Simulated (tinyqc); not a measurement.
Worked calculation: self-consistent Fermi level with native defects, at growth and after a quench. Computed by tinyqc, a small Python program that keeps every step. Command: `OMP_NUM_THREADS=1 python tinyqc.py 3015462 3015463 out.jsonl scfermi walk`. One thread of a shared host (Intel(R) Xeon(R) Processor @ 2.30GHz), about 0.07 s of CPU time with the checks. Intermediate numbers are printed to about 7 digits and carried at full precision; extremes and crossings named in words are read from the listed rows.

Energies are counted from the top of the valence band (VBM); when the gap shrinks with temperature the conduction band moves and the levels stay. D and A draw on one reservoir with opposite signs, as the two vacancies of a compound do.

Inputs (values chosen for the exercise, with bands modelled on ZnSe):
```
quantity                                value   unit
gap E_g at 300 K                         2.66     eV
slope -dE_g/dT above 300 K            0.00062   eV/K
electron mass m_e                       0.147    m_0
valleys M_c                                 1      -
hole mass m_h                           0.775    m_0
E_f of the neutral native donor D       1.978     eV
E_f of the neutral native acceptor A    4.777     eV
shift s of the chemical potential        0.18     eV
site density N_s                      1.8e+22  cm^-3
dopant density N_X                          0  cm^-3
growth temperature T_g                   1390      K
temperature of use T                      200      K
```

Added shallow dopant: none.

levels of D above the VBM, most positive state first (eV): 1.27  1.48

levels of A above the VBM, (0/-1) first (eV): 0.601  0.92

Constants: m_0 = 9.1093837015e-31 kg; k_B = 1.380649e-23 J/K; h = 6.62607015e-34 J s; k_B = 8.617333262e-05 eV/K.

## Formation energies at E_F = 0

E_f(D, 0) = input + s and E_f(A, 0) = input - s; E_f(q, E_F = 0) follows from the levels, eps(q/q-1) = E_f(q - 1) - E_f(q) at E_F = 0.

E_f(q, E_F = 0) (eV): D(+2) -0.592, D(+1) 0.678, D(0) 2.158, A(0) 4.597, A(-1) 5.198, A(-2) 6.118

## Bands at growth

E_g(T) = E_g - slope x max(0, T - 300 K). N_c = 2 M_c (2 pi m_e k_B T/h^2)^(3/2) and N_v = 2 (2 pi m_h k_B T/h^2)^(3/2), masses in units of m_0. At growth T = T_g.

E_g(T_g) = 1.9842 eV

N_c(T_g) = 1.410549e+19 cm^-3

N_v(T_g) = 1.707516e+20 cm^-3

k_B T_g = 0.1197809 eV

## Charges across the gap at T_g

n = N_c F_1/2((E_F - E_g)/k_B T), p = N_v F_1/2(-E_F/k_B T). F_1/2(eta) = (2/sqrt(pi)) int_0^infinity sqrt(x)/(1 + exp(x - eta)) dx, by the trapezoid rule in t = sqrt(x) with step 0.02 up to t = 12 (for eta < -12 by exp(eta) - exp(2 eta)/2^(3/2)). In equilibrium c_q = N_s exp(-(E_f(q, 0) + q E_F)/k_B T). Net charge = p - n + sum q c_q; the log ratio is ln(positive charge/negative charge). Entries near or above N_s lie outside the dilute limit and only show that E_F cannot go there.

Densities (cm^-3):
```
E_F (eV)             n             p   charge on D   charge on A  log ratio
0.099     2.061312e+12  6.531248e+19  9.657312e+23  5.868690e+03   26.87288
0.397     2.480927e+13  6.129668e+18  6.668858e+21  7.227496e+04   19.41042
0.694     2.961118e+14  5.195584e+17  4.698741e+19  1.096289e+06   11.98565
0.992     3.563614e+15  4.321079e+16  3.389117e+17  4.706518e+07    4.67497
1.290     4.284828e+16  3.590521e+15  3.547840e+15  5.472872e+09   -1.79218
1.587     5.055270e+17  3.008262e+14  1.260554e+14  7.637526e+11   -7.07685
1.885     5.387410e+18  2.499456e+13  9.280863e+12  1.104421e+14  -11.96517
```

## Equilibrium at growth

E_F is the root of the log ratio, by 50 bisections between -0.5 eV and E_g + 0.5 eV.

E_F at growth = 1.200481 eV

n at growth = 2.030520e+16 cm^-3

p at growth = 7.580979e+15 cm^-3

Defects at growth:
```
state  E_f (eV)     c (cm^-3)
D(+2)  1.808963  4.971013e+15
D(+1)  1.878481  2.782199e+15
D(0)   2.158000  2.697281e+14
A(0)   4.597000  3.870322e+05
A(-1)  3.997519  5.771787e+07
A(-2)  3.717037  6.001537e+08
```

total D = 8.022940e+15 cm^-3

total A = 6.582586e+08 cm^-3

The largest part of the positive charge comes from charged D (63 %) and that of the negative charge from electrons (100 %).

## After the quench to T

After a quench the totals of D and A stay as grown, and each is shared among its charge states with weights exp(-(E_f(q, 0) + q E_F)/k_B T).

E_F after the quench = 1.749254 eV

n after the quench = 8.642249e-06 cm^-3

p after the quench = 7.764655e-26 cm^-3

Frozen defects:
```
state     c (cm^-3)  share of its total
D(+2)  1.103450e-03        1.375368e-19
D(+1)  1.316517e+09        1.640941e-07
D(0)   8.022939e+15        9.999998e-01
A(0)   9.713566e-42        1.475646e-50
A(-1)  8.358161e-13        1.269738e-21
A(-2)  6.582586e+08        1.000000e+00
```

The material is insulating: E_F lies so deep that free carriers are negligible.

## Slow cooling against a quench

Each E_F by bisection; full equilibrium lets the defects form and vanish at every T.

Two histories (densities in cm^-3):
```
T (K)  E_F, equilibrium (eV)             n             p   all defects  E_F, frozen (eV)     n, frozen     p, frozen
1150                1.215435  1.010988e+15  6.058264e+14  2.541956e+14          1.407661  7.031937e+15  8.708285e+13
910                 1.243570  1.328871e+13  1.172856e+13  1.005401e+12          1.606712  1.363368e+15  1.143106e+11
680                 1.285476  1.748106e+10  1.735307e+10  9.106187e+07          1.764484  6.204448e+13  4.889212e+06
440                 1.333875  1.602385e+04  1.602363e+04  1.962340e-01          1.917335  7.722135e+10  3.324990e-03
200                 1.351489  8.191708e-16  8.191708e-16  1.313661e-29          1.749254  8.642249e-06  7.764655e-26
```

At 200 K equilibrium would leave 1.31e-29 defects per cm^3 against 8.02e15 frozen in, and E_F differs by +0.398 eV. Both histories end semi-insulating. Real samples lie between, set by the temperature at which diffusion stops.

Checks made by the program: neutrality at growth (relative difference below 1e-10).
